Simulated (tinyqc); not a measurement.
Interface roughness in a thin film (subband fluctuation and scattering), step by step. Values are carried at full precision from step to step, so a last printed digit may differ when a step is redone from the rounded ones.

Square well of width t, barriers V0, c = hbar^2/2m0: E1 solves k t + 2 atan[(k/mz)/(kappa/mb)] = pi, k = sqrt(mz E/c), kappa = sqrt(mb (V0 - E)/c). One interface is rough, so the subband edge fluctuates by G dt with G = |dE1/dt| (central difference of 0.01 angstrom; 2 E1/t for hard walls).

Constants: hbar^2/2m0 = 3.80998211 eV angstrom^2; e^2/(4 pi eps0) = 14.39964547 eV angstrom; hbar = 6.58211957e-16 eV s.

Inputs chosen for the exercise (near those of a thin Si channel on (100), two-fold valleys; shifted at random, so the results belong to these values and not to a real crystal):
- t = 26 angstrom (film thickness)
- mz = 0.938 m0 (confinement mass)
- V0 = 3.18 eV (barrier)
- mb = 0.54 m0 (barrier mass)
- D = 1.7 angstrom (rms height of the roughness)
- md = 0.193 m0 (mass in the plane)
- gv = 2 (valleys)
- Lc = 18 angstrom (correlation length)
- Ns = 0.97 x 1e12/cm^2 (sheet density)
- eps = 7.4 (mean dielectric constant at the channel)
- Lg = 120 angstrom (gate length)
- Wg = 1000 angstrom (gate width)

## Sensitivity of the level to thickness

Give E1, G, the hard-wall values and the rms fluctuation G D.

E1 = 52.16 meV
G = |dE1/dt| = 3.7603 meV/angstrom

hard walls: E1 (meV) and G (meV/angstrom): [59.303, 4.562]

G D = 6.39 meV

Hard walls overstate G by a factor 1.21, and the scattering rate, which goes as G^2, by 1.47.

## The angular integrand

Gaussian roughness spectrum S(q) = pi D^2 Lc^2 exp(-q^2 Lc^2/4). Degenerate gas, taken to fill one subband (the second starts to fill once c kF^2/md exceeds E2 - E1, which is not tested here): kF = sqrt(2 pi Ns/gv), q = 2 kF sin(theta/2), 1/tau = (md/(2 pi c hbar)) G^2 times the integral from 0 to pi of S(q)(1 - cos theta)/eps(q)^2 dtheta, eps(q) = 1 + qs/q with screening (qs = gv md q0/(c eps), q0 = e^2/(4 pi eps0), form factors left out, which overstates the screening; other scattering is left out too, so these values lie far above measured mobilities in all but the thinnest films) or 1 without; mobility = tau c2/md with c2 = e/m0 = 1.75882e15 cm^2/(V s^2); 1e12/cm^2 = 1e-4/angstrom^2.

kF, qs, and exp(-q^2 Lc^2/4)(1 - cos theta) without and with the factor 1/eps^2 at theta = 30, 60, ..., 180 degrees.

kF = 0.01746 1/angstrom
qs = 0.1971 1/angstrom

Integrand:
```
theta  q (1/angstrom)   bare  eps(q)  screened
30             0.0090  0.133   22.82  0.000256
60             0.0175  0.488   12.29   0.00323
90             0.0247  0.952    8.99    0.0118
120            0.0302   1.39    7.52    0.0246
150            0.0337   1.70    6.85    0.0363
180            0.0349   1.81    6.65    0.0410
```

kF Lc = 0.31: the roughness is short-ranged for these electrons, and back-scattering dominates.

## Scattering time and mobility

Integrate over theta.

Results:
```
case      integral   tau (fs)  mobility (cm^2/(V s))
bare         2.918      672.6                   6129
screened   0.05064  3.876e+04              3.532e+05
```

Screening raises the mobility by a factor 57.6. With it kF l = 708, so by this rate the carriers are far from localisation. G D = 6.4 meV exceeds EF - E1 = 6.0 meV, though, so the gas breaks into puddles and this rate is not to be trusted.

## Threshold variation

Averaged over an area A = Lg Wg much larger than Lc^2, the thickness varies by D sqrt(pi Lc^2/A), so sigma(Vt) = G D Lc sqrt(pi/A)/e; the Pelgrom coefficient is sigma sqrt(A) (1 micrometre = 1e4 angstrom).

rms of the mean thickness = 0.157 angstrom
sigma(Vt) = 0.589 mV
coefficient = 0.0204 mV micrometre

The electrostatic effect of the thickness is left out.

## Checks

- G from the envelope at the wall, psi(t/2)^2 (E1 + c mz (kappa/mb)^2), against the difference quotient, meV/angstrom: both 3.760.
- Bare integral for Lc -> 0 against pi: both 3.1416.

tinyqc: `OMP_NUM_THREADS=1 python tinyqc.py 1281013 1281014 out.jsonl`; about 0.01 s, one thread, shared Intel(R) Xeon(R) Processor @ 2.30GHz.
